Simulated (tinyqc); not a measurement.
# Resistance of a source-drain extension with a graded tip: two studies

y runs along the channel, the gate covers y > 0. The doping is N0 for y < y0 and N0 10^(-(y - y0)/la) beyond, uniform over the depth xj. Sheet conductance s(y) = q mu(N) max(N - Nch, 0) xj + (for y > 0) ma Cox Vo, with mu(N) = u0 + (u1 - u0)/(1 + (N/Nr)^au) and Cox = eps0 eox/tox. Current is taken as one-dimensional; depletion of the tip, spreading and the contact are left out. The metallurgical junction lies at yj, where N = Nch.

Inputs (values chosen for the exercise); mobility law close to that of holes in silicon: relative permittivity of the gate insulator (close to silicon dioxide) eox = 3.9; insulator thickness tox = 1 nm; active doping of the extension far from the gate N0 = 7e19 cm^-3; lateral abruptness la = 3.4 nm/decade; position under the gate where the fall begins (gate edge at 0) y0 = 4 nm; depth of the extension xj = 28 nm; channel doping Nch = 4.7e17 cm^-3; spacer length Ls = 22 nm; gate overdrive Vo = 0.85 V; mobility of the gate-induced layer ma = 32 cm^2/(V s); mobility at low doping u1 = 470.5 cm^2/(V s); mobility at high doping u0 = 44.9 cm^2/(V s); reference doping Nr = 2.23e17 cm^-3; exponent au = 0.719; gate length Lg = 40 nm.

Constants: q = 1.602176634e-19 C, eps0 = 8.8541878128e-14 F/cm where lengths are in cm. Results are converted to the units shown.

Each table varies one quantity; the others keep the values above.

## Abruptness at a fixed junction position

R_spacer = integral of dy/s from -Ls to 0, R_ov from 0 to yj, R_channel = (Lg - 2 yj)/(ma Cox Vo), R_total = 2 R_spacer + 2 R_ov + R_channel. Electrical length L_eff = ma Cox dR_total/d(1/Vo); R_series = R_total - L_eff/(ma Cox Vo). y0 is moved with la so that yj stays at 11.388 nm.

The same in every row: yj (nm) = 11.39; R_channel (ohm um) = 183.4.

Abruptness at a fixed junction position:

| la (nm/decade) | R_spacer (ohm um) | R_ov (ohm um) | R_total (ohm um) | L_eff (nm) | R_series (ohm um) |
|---|---|---|---|---|---|
| 1 | 13.67 | 14.35 | 239.4 | 18.24 | 45.24 |
| 2.3 | 13.67 | 24.31 | 259.3 | 19.46 | 52.09 |
| 3.6 | 13.67 | 34.27 | 279.2 | 20.69 | 58.95 |
| 4.9 | 13.67 | 44.23 | 299.2 | 21.92 | 65.81 |
| 6.1 | 14.13 | 53.03 | 317.7 | 23.04 | 72.37 |
| 7.4 | 16.71 | 60.89 | 338.6 | 24.19 | 80.99 |
| 8.7 | 21.56 | 67.18 | 360.9 | 25.24 | 92.10 |
| 10 | 28.51 | 72.27 | 384.9 | 26.19 | 106.1 |

Read the table: what changes, and by how much?

As la goes from 1 to 10 nm/decade, R_total rises from 239 to 385 ohm um, R_spacer rises from 13.7 to 28.5 ohm um and R_ov rises from 14.3 to 72.3 ohm um. R_total changes on average by 16.2 ohm um for each nm/decade. L_eff exceeds the metallurgical length by 1.01 nm in the first row and 8.96 nm in the last, since the gate also controls the lightly doped tips.

## Effect of the active doping of the extension far from the gate

Same model as above.

Effect of the active doping of the extension far from the gate:

| N0 (cm^-3) | yj (nm) | R_spacer (ohm um) | R_ov (ohm um) | R_channel (ohm um) | R_total (ohm um) | L_eff (nm) | R_series (ohm um) |
|---|---|---|---|---|---|---|---|
| 2e19 | 9.538 | 41.13 | 34.86 | 222.8 | 374.7 | 24.32 | 115.8 |
| 3.1e19 | 10.19 | 28.28 | 33.97 | 209.0 | 333.5 | 22.96 | 89.01 |
| 4.7e19 | 10.80 | 19.59 | 33.27 | 195.9 | 301.6 | 21.70 | 70.61 |
| 7.2e19 | 11.43 | 13.32 | 32.71 | 182.5 | 274.5 | 20.42 | 57.15 |
| 1.1e20 | 12.06 | 8.996 | 32.29 | 169.2 | 251.7 | 19.16 | 47.77 |
| 1.7e20 | 12.70 | 5.968 | 31.98 | 155.5 | 231.4 | 17.87 | 41.15 |
| 2.6e20 | 13.33 | 3.975 | 31.77 | 142.1 | 213.6 | 16.61 | 36.77 |
| 4e20 | 13.96 | 2.621 | 31.62 | 128.6 | 197.1 | 15.34 | 33.78 |

As N0 goes from 2e19 to 4e20, R_total falls from 375 to 197 ohm um, L_eff falls from 24.3 to 15.3 nm and R_series falls from 116 to 33.8 ohm um.

Computed by the program tinyqc: `OMP_NUM_THREADS=1 python tinyqc.py 2282289 2282290 out.jsonl`, one thread of a shared Intel Xeon 2.30GHz, about 0.03 s for the whole run.
